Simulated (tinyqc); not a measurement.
MESFET, gradual channel with velocity saturation: two steps of the calculation.

A uniformly doped n-type channel, depleted from the top by a Schottky gate; at channel potential V the depleted share of a is u = sqrt((Vbi - Vg + V)/Vp), s at the source. Electrons drift with v = mu E/(1 + mu E/vsat). Abrupt depletion edge, no series resistance, source at 0.

Inputs (values chosen for the exercise):
- Vg = -0.6 V (gate voltage)
- Vd = 0.15 V (drain voltage)

Task 1. Current below saturation. u = sqrt((Vbi - Vg + Vd)/Vp). I = (G0 Vp/3) F/(1 + Z (u^2 - s^2)), F = 3 (u^2 - s^2) - 2 (u^3 - s^3), with u at V = Vd; Z = 0 gives constant mobility, for which u stops at 1.

Vbi = 0.58228360 V
Vp = 1.5394996 V
G0 = 26.647402 mS
Z = 1.3612417
s = 0.87633679

Give: u; F; I for Z = 0; I.

Result 1.

u = 0.9303
F = 0.02819
I for Z = 0 = 0.3854 mA
I = 0.3403 mA

The falling mobility lowers the current by 11.7 %.

Task 2. Saturation voltage, current and transconductance. Vdsat = Vp (um^2 - s^2); Isat = (G0 Vp/Z)(1 - um), which is q Nd vsat a W (1 - um); gm = G0 (um - s)/(1 + Z (um^2 - s^2)). For Z = 0: Vdsat = Vp (1 - s^2), Isat = (G0 Vp/3)(1 - 3 s^2 + 2 s^3), gm = G0 (1 - s).

um = 0.98526052
Vp = 1.5394996 V
G0 = 26.647402 mS
Z = 1.3612417
s = 0.87633679

Give: Vdsat; Isat; gm; Vdsat for Z = 0; Isat for Z = 0; gm for Z = 0.

Result 2.

Vdsat = 0.31217 V
Isat = 0.44420 mA
gm = 2.2747 mS
Vdsat for Z = 0 = 0.35722 V
Isat for Z = 0 = 0.57564 mA
gm for Z = 0 = 3.2953 mS

The current saturates with 1.47 % of the channel still open at the drain, at 0.772 of the constant-mobility current.

tinyqc, about 0.06 s, one thread, Intel Xeon 2.30GHz (shared host): `OMP_NUM_THREADS=1 python tinyqc.py 2500108 2500109 out.jsonl`
